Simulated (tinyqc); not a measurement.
Deep trap from a strong local potential in a two-band host (Koster-Slater model with semi-elliptic bands): one step, computed by the program tinyqc.

The valence band spans -2 W_v to 0 and the conduction band E_g to E_g + 2 W_c. The orbital at the impurity site has weight f_v in the valence band and 1 - f_v in the conduction band, each spread as a semi-ellipse (2/(pi W^2)) sqrt(W^2 - x^2) about the band centre. The impurity adds U to this orbital. Spin is left out.

Question. Thresholds and the vacancy level. In the gap G(E) = f_v (2/W_v^2)[x - sqrt(x^2 - W_v^2)] - (1 - f_v)(2/W_c^2)[y - sqrt(y^2 - W_c^2)], x = E + W_v, y = E_g + W_c - E. G falls across the gap from G(0) to G(E_g). A repulsive U binds if U > 1/G(0), an attractive one if U < 1/G(E_g); the vacancy level (U infinite) solves G(E) = 0 (bisection).

Inputs (values chosen for the exercise, with a gap close to that of GaSb):

| quantity | value | unit |
|---|---|---|
| gap E_g | 0.743 | eV |
| half-width of the valence band W_v | 4 | eV |
| half-width of the conduction band W_c | 3 | eV |
| valence weight f_v of the site orbital | 0.58 | - |

Impurity: repulsive, acceptor-like.

Give: G(0); G(E_g); repulsive threshold; attractive threshold; vacancy level.

Answer.

G(0) = 0.150 1/eV

G(E_g) = -0.121 1/eV

repulsive threshold = 6.69 eV

attractive threshold = -8.27 eV

vacancy level = 0.453 eV
